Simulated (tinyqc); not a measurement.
Inside a calculation. Method: tight binding, honeycomb lattice. Computed by tinyqc, a small Python program that keeps every step. Settings: t1 = 1.09, t2 = 0.24, phi = -2.66, delta = 0.18, points = 5. Command: `OMP_NUM_THREADS=1 python tinyqc.py 31280 31281 out.jsonl` (the two numbers bound the seeds that draw the settings). One thread of a shared host (Intel(R) Xeon(R) Processor @ 2.60GHz), about 0.01 s of CPU time with the checks.

## Bloch Hamiltonian at k

Parameters chosen for this model:
```
parameter      value                        unit
t1          1.090000                 eV, nearest
t2          0.240000       eV, second neighbours
phi        -2.660000  rad, phase of t2 (Haldane)
delta       0.180000          eV, +/- on A and B
```

k point k (fractions of the reciprocal vectors): -0.4000  -0.2200

H_AB = -t1 (1 + exp(-i k.a1) + exp(-i k.a2)); H_AA = delta - 2 t2 sum cos(k.b + phi), H_BB = -delta - 2 t2 sum cos(k.b - phi), b = a1, a2 - a1, -a2.

H(k) at k (eV):
```
                 A                B
A          -0.1922  -0.4124-1.7114i
B  -0.4124+1.7114i           0.0256
```

## Levels at k

Diagonalise the Hermitian matrix.

eigenvalues (eV): -1.8471  1.6804

weights |c|^2 of the basis functions:
```
   band 1  band 2
A  0.5309  0.4691
B  0.4691  0.5309
```

## Bloch Hamiltonian at K

k point K (fractions of the reciprocal vectors): 0.3333  0.6667

As before.

H(k) at K (eV):
```
         A        B
A  -1.0357   0.0000
B   0.0000  -0.2405
```

## Levels at K

As before.

eigenvalues (eV): -1.0357  -0.2405

weights |c|^2 of the basis functions:
```
   band 1  band 2
A  1.0000  0.0000
B  0.0000  1.0000
```

## Bands along a path

The same steps at evenly spaced points between the labelled ones.

Bands along the path (eV):
```
k           band 1   band 2
G          -1.9987   4.5512
G-K 0.25   -2.0322   3.9312
G-K 0.50   -1.9673   2.3927
G-K 0.75   -1.5471   0.6963
K          -1.0357  -0.2405
K-M 0.25   -1.1770  -0.0262
K-M 0.50   -1.3559   0.3077
K-M 0.75   -1.4702   0.5634
M          -1.5302   0.6794
M-K' 0.25  -1.5474   0.6405
M-K' 0.50  -1.5194   0.4712
M-K' 0.75  -1.4487   0.2455
K'         -1.3957   0.1195
```

With 1 band(s) filled, the highest filled level on these points lies at K and the lowest empty one at K: a gap of 0.7953 eV, direct.

## Chern number of the lower band

On a 5 x 5 mesh, the phase of the product of overlaps around each plaquette (k1 then k2); the sum over 2 pi is an integer.

plaquette phases (rad):
```
         1        2       3        4        5
1   0.0000   0.0003  0.2399  -0.0153  -0.0234
2   0.0356   0.1002  0.7333   1.2133  -0.0153
3   0.2910   0.6207  0.7153   0.7333   0.2399
4  -0.0689   0.5455  0.6207   0.1002   0.0003
5  -0.0409  -0.0689  0.2910   0.0356   0.0000
```

Chern number = 1.0000
